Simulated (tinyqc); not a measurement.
# From Si-Si peak back to Ge fraction x

Model: composition and strain of an epitaxial Si(1-x)Ge(x) layer from Raman and X-ray peaks. Computed by tinyqc, a small Python program. Command: `OMP_NUM_THREADS=1 python tinyqc.py 3023665 3023666 out.jsonl epiraman inv`. One thread of a shared host (Intel(R) Xeon(R) Processor @ 2.30GHz), about 0.02 s of CPU time with the checks.

A (001) layer, biaxially strained in the plane. The Raman peaks follow empirical lines omega = w0 + c1 x + c3 x^3 + b eps (c3 for Si-Ge alone), with eps the in-plane strain.

Inputs (values chosen for the exercise, modelled on silicon-germanium):
```
quantity,value,unit
degree of relaxation R,0,-
lattice constant of Si,5.431,angstrom
lattice constant of Ge,5.658,angstrom
bowing B,0.029,angstrom
2 C12/C11 of Si,0.774,-
2 C12/C11 of Ge,0.745,-
Si-Si: w0,520.7,1/cm
Si-Si: c1,-63.6,1/cm
Si-Si: strain coefficient b,-753,1/cm
Si-Ge: w0,400.3,1/cm
Si-Ge: c1,23.8,1/cm
Si-Ge: c3,-31.2,1/cm
Si-Ge: strain coefficient b,-576,1/cm
Ge-Ge: w0,280,1/cm
Ge-Ge: c1,19.8,1/cm
Ge-Ge: strain coefficient b,-426,1/cm
```

Substrate: silicon.

Method:
- Relaxed lattice constant a(x) = a_Si + (a_Ge - a_Si) x - B x (1 - x).
- In-plane constant a_par = a_sub + R (a(x) - a_sub); eps = a_par/a(x) - 1; eps_perp = -(2 C12/C11) eps with 2 C12/C11 linear in x; a_perp = a(x) (1 + eps_perp).
- Insert x and eps in the three lines; the strain part is b eps.

Task: A run gave the result below. Find the Ge fraction x, known to lie between 0.17 and 0.32.

Si-Si peak = 514.139 1/cm

Result:

Each step takes the trial c = (a f_b - b f_a)/(f_b - f_a), f being the result less the target and a, b, c the logarithms of the listed values; c replaces end b, the old b replaces a if the sign of f changed, and otherwise f_a is halved.

Scan of the range:
```
Ge fraction x,Si-Si peak (1/cm)
0.170,514.641
0.189,513.974
0.210,513.240
0.233,512.438
0.259,511.536
0.288,510.534
0.320,509.434
```

False position (Illinois rule, in the logarithm of the input) inside the bracket:
```
step,end a,end b,trial,Si-Si peak (1/cm)
1,0.170000,0.189000,0.184115,514.145
2,0.189000,0.184115,0.184297,514.139
3,0.189000,0.184297,0.184301,514.139
4,0.184297,0.184301,0.184299,514.139
```

Si-Si peak falls at every point of a 13-point scan of the range (every second point is shown), so one value fits; it is bracketed by 0.170 and 0.189. Answer: Ge fraction x = 0.1843.

Caution: near either end one of the like-atom peaks is weak, since its intensity follows the number of such bonds.
